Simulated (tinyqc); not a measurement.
Inside a calculation. Method: coherent transport through a tight-binding region between two chains. Computed by tinyqc, a small Python program that keeps every step. Settings: temperature = 300, mu = 0.27. Command: `OMP_NUM_THREADS=1 python tinyqc.py 24145 24146 out.jsonl` (the two numbers bound the seeds that draw the settings). One thread of a shared host (Intel(R) Xeon(R) Processor @ 2.60GHz), about 0.1 s of CPU time with the checks.

## Transmission at E = -0.18 eV

H of the central region (eV), lower triangle:
```
         1        2       3
1   0.0000
2  -1.7600   0.0000
3   0.0000  -0.4400  0.0000
```

Leads: semi-infinite chains with site energy 0:
```
parameter                           value
lead hopping t (eV)              2.880000
coupling to the left lead (eV)   1.190000
coupling to the right lead (eV)  0.300000
left contact site                       1
right contact site                      3
```

E = -0.1800 eV

Surface Green function g = (E - i sqrt(4 t^2 - E^2)) / (2 t^2); self-energy tc^2 g on each contact site; G = (E - H - Sigma)^(-1); Gamma = -2 Im Sigma; T = Gamma_L Gamma_R |G_LR|^2; local density of states -Im G_ii / pi.

g = -0.0109-0.3471i 1/eV

G (1/eV), lower triangle:
```
                 1               2                3
1  -0.2509-0.0849i
2   0.5210+0.0621i  0.0661-0.1397i
3   1.2168+0.3650i  0.2157-0.3056i  -4.7791-1.5850i
```

local density of states (1/eV): 0.0270  0.0445  0.5045

transmission = 0.0991

## Transmission across the band

The same steps on a grid of energies.

T(E):
```
E (eV)            T
-5.472000  2.08e-07
-4.924800  1.15e-06
-4.377600  4.01e-06
-3.830400  1.35e-05
-3.283200  5.18e-05
-2.736000  2.74e-04
-2.188800    0.0031
-1.641600    0.0108
-1.094400    0.0060
-0.547200    0.0135
0.000000     0.9999
0.547200     0.0135
1.094400     0.0060
1.641600     0.0108
2.188800     0.0031
2.736000   2.74e-04
3.283200   5.18e-05
3.830400   1.35e-05
4.377600   4.01e-06
4.924800   1.15e-06
5.472000   2.08e-07
```

levels of the isolated region (eV): -1.8142  0.0000  1.8142

## Current

I = (2e/h) int T(E) [f(E - mu - V/2) - f(E - mu + V/2)] dE at 300 K with mu = 0.27 eV, the bias not changing H; 2e^2/h = 77.48092 microsiemens; the integral runs over the band on 4001 points.

Current:
```
V (volt)  I (microampere)
0.0100             0.0404
0.0500             0.2040
0.1000             0.4195
0.2000             0.9445
0.4000             3.1982
0.8000            11.9021
```
